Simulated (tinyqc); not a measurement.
Rutherford backscattering from a thin compound film on silicon: kinematics, yields, composition and thickness: one step, computed by the program tinyqc. Command: `OMP_NUM_THREADS=1 python tinyqc.py 3013311 3013312 out.jsonl rbs walk`. One thread of a shared host (Intel(R) Xeon(R) Processor @ 2.30GHz), about 0.01 s of CPU time with the checks.

Singly charged helium ions (Z1 = 2, M1 = 4.0026 u) enter at the tilt angle a1 to the normal and leave at a2 = |180 - theta - tilt| in the same plane. The film is A B_x.

Question. Kinematics. Kinematic factor K = [(sqrt(M^2 - M1^2 sin^2 theta) + M1 cos theta)/(M + M1)]^2. Surface edges lie at K E0; substrate silicon has M = 28.09 u. Mass resolution at M_A = resolution/(E0 dK/dM).

Inputs (values chosen for the exercise, modelled on a helium beam on TaN): beam energy E0 = 1.6 MeV; scattering angle theta = 165 degrees; heavy element: mass M_A = 180.9 u; light element: mass M_B = 14 u; detector resolution (FWHM) = 14 keV.

Give: kinematic factors; surface edges; mass resolution at M_A.

Answer.

kinematic factors: A 0.9167, B 0.3145, Si 0.5688

surface edges (keV): A 1467, B 503, Si 910

mass resolution at M_A = 19.84 u

K flattens for heavy targets, so masses within 19.8 u of A cannot be told apart.
